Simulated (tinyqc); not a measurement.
Tunnelling through a gate dielectric with the two-band (Franz) dispersion, WKB transmission and Tsu-Esaki current: one step of the calculation.

Electrons leave the emitter at x = 0. Energies E (motion across the layers) are in eV from the emitter Fermi level; the collector Fermi level lies at -V and offers states at every E. No charge in the dielectric and no image force: F1 = V/t1, U = phi1 - F1 x. With C = hbar^2/(2 m0), kappa = sqrt(m u (1 - u/Egx)/C), u = U - E where U > E and 0 elsewhere; T(E) = exp(-S), S = 2 times the integral of kappa over x.

Problem. Current density on a coarse energy grid. Each layer adds (2/F) sqrt(m/C) [G(u at its left edge) - G(u at its right edge)] to S, with u = U - E (0 where negative) and G(u) = Egx^1.5 (th - sin(4 th)/4)/4, th = arcsin sqrt(u/Egx). The slope follows from 1/d = -dS/dE.

J = J0 times the integral of T(E) N(E) dE, N = ln[(1 + exp(-E/Vt))/(1 + exp((-E - V)/Vt))], J0 = q^2 me m0 kB T/(2 pi^2 hbar^3) (times 1e-4 for A/cm^2 per eV), by Simpson's rule on nE equally spaced points from Ea to Eb.

Parameters, values chosen for the exercise; dielectric values close to those of hafnium oxide: temperature T = 400 K; Fermi energy of the emitter above its band bottom Ef = 0.45 eV; emitter mass in the supply function me = 1 m0; barrier of layer 1 above the emitter Fermi level at zero bias phi1 = 1.55 eV; tunnelling mass of layer 1 m1 = 0.19 m0; thickness of layer 1 t1 = 2.2 nm; gap parameter of the two-band dispersion, set freely Egx = 5.6 eV; voltage across the dielectric V = 1 V; lower end of the energy grid Ea = -0.45 eV; upper end of the energy grid Eb = 0.35 eV; points of the energy grid nE = 9.

Constants: q = 1.602176634e-19 C, kB = 1.380649e-23 J/K, hbar = 1.054571817e-34 J s, m0 = 9.1093837015e-31 kg, Vt = kB T/q, hbar^2/(2 m0) = 0.0380998212 eV nm^2. Results are converted to the units shown.

Give: E; T(E); N; T(E) N; J0; J.

Solution.

```
point,E (eV),T(E),N,T(E) N
0,-0.45000,3.6920e-5,13.055,4.8200e-4
1,-0.35000,4.6707e-5,10.154,4.7426e-4
2,-0.25000,6.0540e-5,7.2535,4.3913e-4
3,-0.15000,8.0582e-5,4.3645,3.5170e-4
4,-0.05000,1.1046e-4,1.6612,1.8350e-4
5,0.05000,1.5652e-4,0.21062,3.2966e-5
6,0.15000,2.3043e-4,0.012803,2.9501e-6
7,0.25000,3.5500e-4,7.0792e-4,2.5131e-7
8,0.35000,5.7878e-4,3.8921e-5,2.2527e-8
```

J0 = 5.5782e8 A/(cm^2 eV)
J = 96129 A/cm^2

The integrand peaks at E = -0.450 eV among these points.

Program tinyqc, `OMP_NUM_THREADS=1 python tinyqc.py 2540116 2540117 out.jsonl`; Intel Xeon 2.30GHz, shared host, one thread, about 0.04 s.
